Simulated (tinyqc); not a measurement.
What each parameter does: band gaps under pressure and temperature from deformation potentials.

Murnaghan: V/V0 = (1 + Bp P/B0)^(-1/Bp), B0 = (C11 + 2 C12)/3. Each gap moves by a ln(V/V0) with its volume potential a, and falls with temperature by aV T^2/(T + bV) (Varshni); the two effects are added. No change of phase is considered.

Inputs chosen for the exercise (near those of Ge, the X and L potentials typical of such crystals; not measured data): Eg = 0.908 eV (gap at Gamma to the s-like level at 0 K, 0 GPa); EgX = 0.925 eV (gap to X at 0 K, 0 GPa); EgL = 0.734 eV (gap to L at 0 K, 0 GPa); C11 = 127.5 GPa; C12 = 48.1 GPa; Bp = 4.46 (pressure derivative of the bulk modulus); aG = -9.64 eV (volume potential of the Gamma gap); aX = 2.07 eV (volume potential of the X gap); aL = -2.8 eV (volume potential of the L gap); aV = (0.575, 0.486, 0.456) meV/K (Varshni alpha of Gamma, X, L); bV = (280, 228, 246) K (Varshni beta of Gamma, X, L); P = 5 GPa (pressure); T = 500 K (temperature).

Gaps at P and T.

Results for these values:

| case | Gamma (eV) | X (eV) | L (eV) |
|---|---|---|---|
| base | 1.2892 | 0.6367 | 0.7454 |

What happens to each result for aX = 2.277 eV, all else kept?

Answer: Gamma does not change at the printed digits; X falls from 0.6367 to 0.6245; L does not change at the printed digits.

The same for each parameter in turn:

| case | Gamma (eV) | X (eV) | L (eV) |
|---|---|---|---|
| base | 1.2892 | 0.6367 | 0.7454 |
| T = 550 K | 1.2640 | 0.6146 | 0.7250 |
| C11 = 114.75 GPa | 1.3191 | 0.6303 | 0.7541 |
| C12 = 52.91 GPa | 1.2686 | 0.6411 | 0.7395 |
| Bp = 4.014 | 1.2961 | 0.6352 | 0.7474 |
| aG = -10.604 eV | 1.3458 | 0.6367 | 0.7454 |
| aX = 2.277 eV | 1.2892 | 0.6245 | 0.7454 |
| aL = -2.52 eV | 1.2892 | 0.6367 | 0.7290 |
| P = 5.5 GPa | 1.3384 | 0.6261 | 0.7597 |

Computed by tinyqc, a small Python program: `OMP_NUM_THREADS=1 python tinyqc.py 1051277 1051278 out.jsonl` (the numbers bound the seed that draws the inputs); one thread of a shared host (Intel(R) Xeon(R) Processor @ 2.30GHz), about 0.01 s for the whole set of steps.
